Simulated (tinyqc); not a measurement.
# Planar metal-insulator-metal capacitor: capacitance, non-linearity, leakage and relaxation: what changes with what

A film between two metal electrodes, each interface adding a series capacitance ci. The small-signal permittivity is ek (1 + aq E^2); the field is found with the linear permittivity. Leakage J = J0 sinh(E/Ef). After a voltage step the film passes a relaxation current kr C V tt^(-nr), tt being the time in seconds.

Parameters, values chosen for the exercise; permittivity of the order of that of silicon nitride:
- ek = 6.76 (relative permittivity of the film)
- t = 12 nm (film thickness)
- ci = 1000 uF/cm^2 (capacitance of each electrode interface (dead layer and screening))
- aq = 0.0016 cm^2/MV^2 (quadratic field coefficient of the permittivity)
- V = 0.7 V (bias)
- nr = 0.953 (exponent of the relaxation current)
- kr = 0.0012 (strength of the relaxation)
- J0 = 5e-10 A/cm^2 (leakage prefactor)
- Ef = 0.37 MV/cm (field for an e-fold rise of the leakage)
- t0 = 1e-8 s (duration of the write pulse)

Constants: eps0 = 8.8541878128e-14 F/cm where lengths are in cm. Results are converted to the units shown.

Each table varies one quantity; the others keep the values above.

## Capacitance, non-linearity and leakage against thickness

Planar film: Cf = eps0 ek/t, 1/C = 1/Cf + 2/ci, EOT = 3.9 eps0/C, effective permittivity C t/eps0, E = (V/t) C/Cf; quadratic coefficient [C(V)/C - 1]/V^2 with Cf (1 + aq E^2) in C(V).

Results:

| t (nm) | C (uF/cm^2) | EOT (nm) | effective permittivity | E (MV/cm) | quadratic coefficient (ppm/V^2) | J (A/cm^2) |
|---|---|---|---|---|---|---|
| 2.5 | 2.3828 | 1.4492 | 6.7278 | 2.7867 | 25234 | 4.6648e-7 |
| 3.7 | 1.6125 | 2.1415 | 6.7382 | 1.8858 | 11574 | 4.0870e-8 |
| 8.2 | 0.72887 | 4.7377 | 6.7501 | 0.85241 | 2369.1 | 2.4781e-9 |
| 12 | 0.49829 | 6.9300 | 6.7533 | 0.58275 | 1107.8 | 1.1559e-9 |
| 18 | 0.33230 | 10.392 | 6.7555 | 0.38863 | 492.84 | 6.2721e-10 |
| 27 | 0.22158 | 15.584 | 6.7570 | 0.25914 | 219.19 | 3.7954e-10 |
| 40 | 0.14959 | 23.084 | 6.7580 | 0.17495 | 99.910 | 2.4532e-10 |
| 60 | 0.099737 | 34.622 | 6.7587 | 0.11664 | 44.418 | 1.6025e-10 |

Estimate the missing row, t = 5.5 nm.

Computed row:

| t (nm) | C (uF/cm^2) | EOT (nm) | effective permittivity | E (MV/cm) | quadratic coefficient (ppm/V^2) | J (A/cm^2) |
|---|---|---|---|---|---|---|
| 5.5 | 1.0859 | 3.1800 | 6.7453 | 1.2700 | 5254.8 | 7.7291e-9 |

With this row back in the table: C falls from 2.38 to 0.0997 uF/cm^2 while the effective permittivity goes from 6.73 to 6.76 (ek = 6.76). EOT is a straight line in t with slope 3.9/ek = 0.577 and intercept 0.00691 nm. The quadratic coefficient goes as t^(-1.99) between the first two rows and t^(-2.00) between the last two (-2 without interfaces), and J falls by 3.46 decades. For t = 2.5, 3.7 direct tunnelling, left out, would add to the leakage.

## Charge lost after writing

Planar film: Cf = eps0 ek/t, 1/C = 1/Cf + 2/ci, EOT = 3.9 eps0/C, effective permittivity C t/eps0, E = (V/t) C/Cf. A capacitor written for t0 and then left open loses, as a share of C V, kr (tt^(1 - nr) - t0^(1 - nr))/(1 - nr) by relaxation and J tt/(C V) by leakage; both are taken as small, and rows far outside that range are left out.

The same in every row: leakage current (nA/cm^2) = 1.156.

Charge lost after writing:

| tt (s) | relaxation current (nA/cm^2) | loss by relaxation (%) | loss by leakage (%) | total loss (%) |
|---|---|---|---|---|
| 1e-6 | 2.187e5 | 0.2596 | 3.314e-7 | 0.2596 |
| 1e-5 | 2.436e4 | 0.4120 | 3.314e-6 | 0.4120 |
| 0.0001 | 2715 | 0.5819 | 3.314e-5 | 0.5819 |
| 0.001 | 302.5 | 0.7712 | 3.314e-4 | 0.7715 |
| 0.01 | 33.71 | 0.9821 | 0.003314 | 0.9854 |
| 0.1 | 3.756 | 1.217 | 0.03314 | 1.250 |
| 1 | 0.4186 | 1.479 | 0.3314 | 1.810 |
| 10 | 0.04664 | 1.771 | 3.314 | 5.085 |

What does the table show?

The two currents are equal at tt = 0.344 s. The loss by relaxation grows from 0.260 to 1.77 %, by 0.152 points over the first decade and 0.292 over the last, while the loss by leakage grows tenfold a decade. Leakage is the larger loss for tt = 10 s.

Computed by the program tinyqc: `OMP_NUM_THREADS=1 python tinyqc.py 2102026 2102027 out.jsonl`, one thread of a shared Intel Xeon 2.30GHz, about 0.01 s for the whole run.
